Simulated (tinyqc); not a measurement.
Force balance against energy balance: elastic strain and critical thickness of a cubic alloy layer A(1-x)B(x) on a thick substrate. Computed by tinyqc, a small Python program. Command: `OMP_NUM_THREADS=1 python tinyqc.py 3004972 3004973 out.jsonl misfit walk`. One thread of a shared host (Intel(R) Xeon(R) Processor @ 2.30GHz), about 0.01 s of CPU time with the checks.

Strain is positive in tension. The layer is coherent with the substrate unless said otherwise.

Inputs (values chosen for the exercise, modelled on GaAs(1-x)P(x) on GaAs):

| quantity | value | unit |
|---|---|---|
| fraction x of B | 0.46 | - |
| lattice constant a_A | 5.653 | angstrom |
| lattice constant a_B | 5.451 | angstrom |
| substrate lattice constant a_S | 5.653 | angstrom |

Growth plane: (001). Layer: uncapped. Misfit dislocation: edge.

C11, C12, C44 of A (GPa): 120.2  54.82  60.16

C11, C12, C44 of B (GPa): 138.1  62.15  70.68

Method:
- a = (1 - x) a_A + x a_B, the same rule for each C_ij; misfit f = (a_S - a)/a, the in-plane strain of the coherent layer.
- Voigt averages: G = (C11 - C12 + 3 C44)/5, B = (C11 + 2 C12)/3, nu = (3 B - 2 G)/(2 (3 B + G)); b = a/sqrt(2). Edge dislocation with b in the interface: cos alpha = 0, cos lambda = 1.
- Matthews-Blakeslee: h_c = A [ln(h_c/b) + 1], A = b (1 - nu cos^2 alpha)/(8 pi |f| (1 + nu) cos lambda), the factor 8 pi being that of an uncapped layer.
- People-Bean: h_c = P ln(h_c/b), P = (1 - nu)/(1 + nu) b^2/(16 pi sqrt(2) a f^2). The misfit is scaled by 0.25, 0.4, 0.6, 1, 1.5, 2.2 at fixed a, b and nu; the upper root is taken, and rows with A < 1.3 b or P < 3 b, where the roots shrink to the core size or vanish, are left out.

misfit f = 0.0167120

prefactor A = 0.759249 nm

Poisson ratio nu = 0.232860

Burgers vector b = 0.393157 nm

free lattice constant a = 5.56008 angstrom

Critical thickness:

| \|f\| (%) | Matthews-Blakeslee (nm) | People-Bean (nm) | ratio |
|---|---|---|---|
| 0.4178 | 13.855 | 1107.4 | 79.923 |
| 0.6685 | 7.493 | 373.4 | 49.829 |
| 1.0027 | 4.289 | 142.7 | 33.257 |
| 1.6712 | 1.991 | 40.4 | 20.269 |

What follows from these numbers?

The exponents d ln h_c/d ln f are -1.31 and -2.31 between the first rows, steeper than the -1 and -2 of the prefactors because of the logarithm. The ratio falls from 79.9 to 20.3 as the misfit grows. Where People-Bean lies above, a layer between the lines is metastable: dislocations would lower the energy but have to be nucleated.
